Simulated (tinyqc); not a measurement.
Two-step dopant diffusion (predeposition and drive-in) with a constant diffusivity. Changing the background doping C_B. Computed by tinyqc, a small Python program. Command: `OMP_NUM_THREADS=1 python tinyqc.py 3015569 3015570 out.jsonl dopdiff sweep`. One thread of a shared host (Intel(R) Xeon(R) Processor @ 2.30GHz), about 0.04 s of CPU time with the checks.

Fick diffusion into a half space x > 0 whose background doping C_B is of the opposite type, so that a junction lies where C = C_B.

Inputs (values chosen for the exercise, modelled on antimony in silicon): prefactor D0 = 4.81 cm^2/s; activation energy E = 3.9 eV; surface concentration C_s = 7.3e+18 1/cm^3; predeposition temperature T1 = 1050 C; predeposition time t1 = 20 min; drive-in temperature T2 = 1200 C; drive-in time t2 = 480 min; mean mobility in the layer mu = 110 cm^2/(V s).

Furnace ramps of the drive-in: none.

Constants: k_B = 8.617333262e-05 eV/K; e = 1.602176634e-19 C.

Method:
- D = D0 exp(-E/(k_B T)).
- Temperatures in kelvin are T(C) + 273.15.
- Times in seconds are 60 times the minutes.
- (Dt)2 = D2 t2, t2 in seconds.
- C = C_s erfc(x/(2 sqrt(D1 t1))); dose Q = 2 C_s sqrt(D1 t1/pi); the junction solves erfc(z) = C_B/C_s with x_j = 2 z sqrt(D1 t1).
- With a sealed surface and a thin source, C = Q/sqrt(pi (Dt)2) exp(-x^2/(4 (Dt)2)); x_j = 2 sqrt((Dt)2 ln(C(0)/C_B)); gradient at the junction |dC/dx| = C_B x_j/(2 (Dt)2).
- Net dose Q_net = Q erf(x_j/(2 sqrt((Dt)2))) - C_B x_j; R_s = 1/(e mu Q_net), with every dopant ionised and one mobility.

One run for each value; columns: (1) background doping C_B (1/cm^3); (2) junction depth x_j (um); (3) gradient at the junction (1/cm^4); (4) sheet resistance R_s (Gaussian) (ohm/square); (5) junction depth after predeposition (um):
```
(1)          (2)         (3)     (4)      (5)
1.00e+14  4.3228  3.4312e+18  2430.6  0.17463
3.10e+14  3.9794  9.7918e+18  2439.6  0.16439
9.90e+14  3.5931  2.8235e+19  2466.7  0.15325
9.70e+15  2.6758  2.0602e+20  2782.2  0.12890
3.00e+16  2.0772  4.9463e+20  3624.1  0.11524
```

Give the missing row, background doping C_B (1/cm^3) = 3.10e+15.

Computed row; columns: (1) background doping C_B (1/cm^3); (2) junction depth x_j (um); (3) gradient at the junction (1/cm^4); (4) sheet resistance R_s (Gaussian) (ohm/square); (5) junction depth after predeposition (um):
```
(1)          (2)         (3)     (4)      (5)
3.10e+15  3.1676  7.7944e+19  2544.8  0.14153
```

Interpolating between the two neighbouring rows (the first column on a logarithmic scale, the others too where they are positive) misses most in sheet resistance R_s (Gaussian) (ohm/square), by 2.9 %. Over the rows, junction depth x_j (um) falls from 4.32 to 2.08 (exponent d ln y / d ln x -0.073 between the first rows and -0.22 between the last); gradient at the junction (1/cm^4) rises from 3.43e18 to 4.95e20 (exponent d ln y / d ln x 0.93 between the first rows and 0.78 between the last); sheet resistance R_s (Gaussian) (ohm/square) rises from 2430 to 3620 (exponent d ln y / d ln x 0.0033 between the first rows and 0.23 between the last). The background enters x_j only through a logarithm under a root. Left out: 9.60e16, 3.00e17 (the drive-in dilutes the layer to the background).
